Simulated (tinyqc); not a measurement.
## Schottky barrier on an n-type semiconductor, non-linear Poisson equation by Newton steps: effect of the bias of the metal against the semiconductor

One dimension, metal at x = 0, donor density C(x) = Nd, uniform. Energies are counted from the electron Fermi level of the semiconductor and the conduction-band edge is Ec = -psi, so n = Nc exp(psi/Vt); holes follow the Fermi level of the metal, at -V, so p = Nv exp((V - psi - Eg)/Vt). Ends: psi(0) = V - phiB and psi = Vt ln(Nd/Nc) deep inside. Boltzmann statistics, full ionisation, no current, no image force in the Poisson equation.

First integral for uniform doping: E_0^2 = (2 q/(eps0 eps_r)) [Nd (U - Vt + Vt exp(-U/Vt)) + Vt p_0], U = Vbi - V, Vbi = phiB - Vt ln(Nc/Nd), p_0 = Nv exp((phiB - Eg)/Vt) (deep holes neglected). Image-force lowering dphi = sqrt(q E_0/(4 pi eps0 eps_r)), at x_m = sqrt(q/(16 pi eps0 eps_r E_0)). W = sqrt(2 eps0 eps_r U/(q Nd)).

Parameters, values chosen for the exercise; band and dielectric values close to those of In0.53Ga0.47As:

| symbol | value | unit | meaning |
|---|---|---|---|
| T | 300 | K | temperature |
| Eg | 0.754 | eV | band gap |
| eps_r | 13.7 |  | relative permittivity |
| Nc | 2.13e17 | cm^-3 | conduction-band density of states at T |
| Nv | 7.68e18 | cm^-3 | valence-band density of states at T |
| Nd | 2.2e16 | cm^-3 | donor density deep in the semiconductor |
| phiB | 0.48 | eV | barrier height |

Constants: q = 1.602176634e-19 C, kB = 1.380649e-23 J/K, Vt = kB T/q, eps0 = 8.8541878128e-14 F/cm where lengths are in cm. Results are converted to the units shown.

The same in every row: Vbi (V) = 0.42131; p_0/Nd = 0.0087085.

Results:

| V (V) | W (nm) | E_0 (kV/cm) | dphi (mV) | exp(dphi/Vt) |
|---|---|---|---|---|
| 0 | 170.29 | 47.954 | 22.450 | 2.3832 |
| -2.9 | 478.12 | 138.39 | 38.140 | 4.3724 |
| -5.7 | 649.09 | 188.22 | 44.478 | 5.5872 |
| -8.6 | 787.98 | 228.65 | 49.023 | 6.6611 |
| -14.3 | 1006.6 | 292.24 | 55.423 | 8.5321 |
| -17.1 | 1098.2 | 318.87 | 57.892 | 9.3875 |
| -20 | 1185.6 | 344.28 | 60.155 | 10.246 |

Estimate the missing row, V = -11.4 V.

Computed row:

| V (V) | W (nm) | E_0 (kV/cm) | dphi (mV) | exp(dphi/Vt) |
|---|---|---|---|---|
| -11.4 | 902.02 | 261.82 | 52.459 | 7.6080 |

With this row back in the table: As V goes from 0 to -20, the surface field rises from 48.0 to 344 kV/cm, the lowering rises from 22.5 to 60.2 mV and W rises from 170 to 1190 nm. The reverse current factor exp(dphi/Vt) grows by 4.30 over the table, so a thermionic reverse current does not saturate.

Program tinyqc, `OMP_NUM_THREADS=1 python tinyqc.py 2020121 2020122 out.jsonl`; Intel Xeon 2.30GHz, shared host, one thread, about 0.04 s.
